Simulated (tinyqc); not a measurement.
Raising U: Hubbard chain of 6 sites, mean field against exact. Computed by the program tinyqc. Command: `OMP_NUM_THREADS=1 python tinyqc.py 110101 110102 out.jsonl`; one thread of a shared host (Intel(R) Xeon(R) Processor @ 2.60GHz), about 7 s.

one-body matrix (hopping and site energies) (eV):
```
         1        2        3        4        5        6
1   0.4800  -0.6200   0.0000   0.0000   0.0000   0.0000
2  -0.6200  -0.5700  -0.6200   0.0000   0.0000   0.0000
3   0.0000  -0.6200   0.5200  -0.6200   0.0000   0.0000
4   0.0000   0.0000  -0.6200   0.3600  -0.6200   0.0000
5   0.0000   0.0000   0.0000  -0.6200   0.5700  -0.6200
6   0.0000   0.0000   0.0000   0.0000  -0.6200  -0.4000
```

electrons, up and down: 3  3

Collinear unrestricted mean field (the lowest of 40 random starts) against exact diagonalisation.

Exact and mean-field results (eV):
```
U          U/t   E exact  E mean field  mean |n_up - n_down|  double occupancy, exact  first gap in the sector
0.310    0.500  -3.55104      -3.54047                 0.000                    0.291                    0.651
0.620    1.000  -3.03726      -2.98834                 0.000                    0.261                    0.551
1.240    2.000  -2.18038      -1.93659                 0.000                    0.199                    0.405
1.860    3.000  -1.54340      -1.12540                 0.586                    0.145                    0.317
2.480    4.000  -1.08212      -0.62490                 0.763                    0.105                    0.260
3.720    6.000  -0.49845      -0.09158                 0.899                    0.058                    0.189
4.960    8.000  -0.16218       0.17590                 0.945                    0.035                    0.146
7.440   12.000   0.19784       0.44032                 0.976                    0.017                    0.100
12.400  20.000   0.49830       0.64931                 0.992                    0.006                    0.061
```

In absolute terms mean field is worst at U/t = 4.0, 0.457 eV too high: at small U it is nearly exact, and at large U it misses only exchange-scale energies. Its local moments set in at U/t = 3.0 of those listed, a broken symmetry that the exact state of a finite cluster with equal spins does not have. Relative to the exact energy its error is 0.3 % at the smallest U, 208 % at most and 30 % at the largest. The double occupancy falls from 0.291 to 0.006.
